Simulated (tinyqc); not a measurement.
From results back to parameters: donor near an oxide interface in a gate field (two-state model). Three cases, with inputs chosen for the exercise.

Problem. The critical field, at which E_D = E_I, was computed from a hidden binding energy ED.

Interface at z = 0 (hard wall), donor at z = d, field F pulling electrons to the interface: potential e F z; 1 kV/cm = 1e-5 eV/angstrom, c = hbar^2/2m0, q = e^2/(4 pi eps0), Q = (eps - eo)/(eps + eo). Donor state: E_D = e F d - ED - q Q/(4 eps d), the last term joining the images of ion and electron. Interface state: z exp(-b z/2) exp(-rho^2/(2 L^2)) with E_z = c b^2/(4 mz) + 3 e F/b + q Q b/(8 eps), minimised over b; in the plane at z = 3/b the ion (distance D = d - 3/b) and its image (D' = d + 3/b) give E_rho = c/(mt L^2) - (q/eps)(sqrt(pi)/L)[erfcx(D/L) + Q erfcx(D'/L)], erfcx(x) = exp(x^2) erfc(x), minimised over L. E_I = E_z + E_rho.

Constants: hbar^2/2m0 = 3.80998211 eV angstrom^2; e^2/(4 pi eps0) = 14.39964547 eV angstrom.

Case 1.

Values chosen (near those of a donor in Si below SiO2, static dielectric constants; the results hold for these values, not for the real material):
- d = 100 angstrom (depth of the donor)
- mz = 0.927 m0 (mass across the interface)
- mt = 0.193 m0 (mass in the plane)
- eps = 11.4 (dielectric constant of the semiconductor)
- eo = 3.9 (dielectric constant of the oxide)

critical field = 49.395 kV/cm

Case 2.

Values chosen (near those of a donor in Si below HfO2, static dielectric constants; the results hold for these values, not for the real material):
- d = 160 angstrom (depth of the donor)
- mz = 0.907 m0 (mass across the interface)
- mt = 0.188 m0 (mass in the plane)
- eps = 11.4 (dielectric constant of the semiconductor)
- eo = 22 (dielectric constant of the oxide)

critical field = 35.144 kV/cm

Case 3.

Values chosen (near those of a donor in Si below SiO2, static dielectric constants; the results hold for these values, not for the real material):
- d = 90 angstrom (depth of the donor)
- mz = 0.912 m0 (mass across the interface)
- mt = 0.189 m0 (mass in the plane)
- eps = 11.6 (dielectric constant of the semiconductor)
- eo = 3.9 (dielectric constant of the oxide)

critical field = 56.296 kV/cm

Find: E_I; ED.

Solution. E_I follows from the field alone, and ED = e F d - q Q/(4 eps d) - E_I.

Case 1.

E_I = 16.45 meV
ED = 31.4 meV

Case 2.

E_I = 11.16 meV
ED = 45.7 meV

Case 3.

E_I = 17.95 meV
ED = 31.0 meV

Computed by tinyqc, one run a case: `OMP_NUM_THREADS=1 python tinyqc.py N N+1 out.jsonl` with N = 1250689, 1250712, 1250713; one thread of a shared Intel(R) Xeon(R) Processor @ 2.30GHz, about 0.1 s a run at most.
